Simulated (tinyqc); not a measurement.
Heat flow across a film from the phonon Boltzmann equation in the relaxation-time approximation. Changing the film thickness L. Computed by tinyqc, a small Python program. Command: `OMP_NUM_THREADS=1 python tinyqc.py 3024709 3024710 out.jsonl slabbte sweep`. One thread of a shared host (Intel(R) Xeon(R) Processor @ 2.30GHz), about 0.05 s of CPU time with the checks.

Two black walls, hot at x = 0 and cold at x = L, emit phonons isotropically. For one free path Lambda, with tau = x/Lambda, tau_L = L/Lambda and phi = (T - T_cold)/Delta T, energy balance gives phi(tau) = (1/2) [E2(tau) + int_0^tau_L phi(s) E1(|tau - s|) ds]; E_n are the exponential integrals. The flux over the ballistic flux C v Delta T/4 is psi = 1 - 2 int_0^tau_L phi(s) E2(s) ds, and kappa_eff/kappa = (3/4) tau_L psi. kappa = C v Lambda/3 is an input, so at fixed kappa a longer free path means a smaller C v.

Inputs (values chosen for the exercise, modelled on silicon):
```
quantity                             value     unit
bulk conductivity kappa                150  W/(m K)
wall temperature difference Delta T    2.5        K
free path Lambda_1                     140       nm
free path Lambda_2                     890       nm
share f_2 of kappa                    0.39        -
free path Lambda_3                    8300       nm
share f_3 of kappa                    0.22        -
cells n in the small system              6        -
```

Free-path groups: three.

Method:
- Cut the film into n equal cells with constant phi, collocated at the centres c_i: the kernel integrates to A_ij = |E2(|c_i - e_j|) - E2(|c_i - e_(j+1)|)|/2 for cell edges e_j, and A_ii = 1 - E2(half a cell); solve (1 - A) phi = E2(c)/2; psi = 1 - 2 sum_j phi_j [E3(e_j) - E3(e_(j+1))].
- Use 150 and 300 cells and extrapolate psi = (4 psi(300) - psi(150))/3. The jump at the hot wall is 1 - phi there (linear extrapolation from the first two of 300 cells). Two-flux (diffusion with slip) formula: psi = 1/(1 + 3 tau_L/4).
- Each group is solved on its own with 150 and 300 cells, psi = (4 psi(300) - psi(150))/3, and weighted by its share of kappa (f_1 is what the others leave); exchange of energy between groups inside the film is left out.
- Flux J = kappa_eff Delta T/L; apparent boundary resistance per wall (L/kappa_eff - L/kappa)/2.

One run for each value; columns: (1) film thickness L (nm); (2) kappa_eff (W/(m K)); (3) flux J (GW/m^2); (4) jump at the wall / Delta T for Lambda_1; (5) apparent resistance per wall (m^2 K/GW):
```
(1)     (2)     (3)     (4)    (5)
2.8    1.01  0.8989  0.4782  1.381
5.8    2.05  0.8836  0.4621  1.395
12     4.10  0.8549  0.4362  1.422
25     8.03  0.8031  0.3963  1.473
53    15.18  0.7161  0.3385  1.569
110   26.18  0.5951  0.2676  1.734
230   41.33  0.4492  0.1897  2.016
480   59.03  0.3074  0.1196  2.466
1000  77.41  0.1935  0.0680  3.126
2100  95.10  0.1132  0.0358  4.041
```

Over the rows, kappa_eff (W/(m K)) rises from 1.01 to 95.1 (exponent d ln y / d ln x 0.98 between the first rows and 0.28 between the last); flux J (GW/m^2) falls from 0.899 to 0.113 (exponent d ln y / d ln x -0.023 between the first rows and -0.72 between the last); jump at the wall / Delta T for Lambda_1 falls from 0.478 to 0.0358 (exponent d ln y / d ln x -0.047 between the first rows and -0.86 between the last). At the low end the exponent of kappa_eff is 0.98, close to 1: the ballistic limit. At the low end the exponent of flux J is -0.02, close to 0: the ballistic flux does not depend on L. In thin films phonons cross without scattering: the flux is bounded by what the walls emit, and Delta T drops in two jumps of one half each. In thick films the jumps shrink as Lambda/L and the apparent wall resistance tends to a constant.

Caution (rows 2.80, 5.80): below about 10 nm the film nears the phonon wavelength, and a particle picture fails.

Extremes, crossings and ranges named in words are read from the listed rows.
